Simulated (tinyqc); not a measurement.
Sp3 tight binding, zinc-blende lattice, step by step. One step of it, computed by the program tinyqc.

Task: Levels at G. Diagonalise the Hermitian matrix.

H(k) at G (eV):
```
             a s       a px       a py       a pz         c s       c px       c py       c pz
a s   -14.090000   0.000000   0.000000   0.000000   -6.718831   0.000000   0.000000   0.000000
a px    0.000000  -8.050000   0.000000   0.000000    0.000000   2.591549   0.000000   0.000000
a py    0.000000   0.000000  -8.050000   0.000000    0.000000   0.000000   2.591549   0.000000
a pz    0.000000   0.000000   0.000000  -8.050000    0.000000   0.000000   0.000000   2.591549
c s    -6.718831   0.000000   0.000000   0.000000  -10.130000   0.000000   0.000000   0.000000
c px    0.000000   2.591549   0.000000   0.000000    0.000000  -5.990000   0.000000   0.000000
c py    0.000000   0.000000   2.591549   0.000000    0.000000   0.000000  -5.990000   0.000000
c pz    0.000000   0.000000   0.000000   2.591549    0.000000   0.000000   0.000000  -5.990000
```

Give: eigenvalues.

Result:

eigenvalues (eV): -19.1145  -9.8087  -9.8087  -9.8087  -5.1055  -4.2313  -4.2313  -4.2313
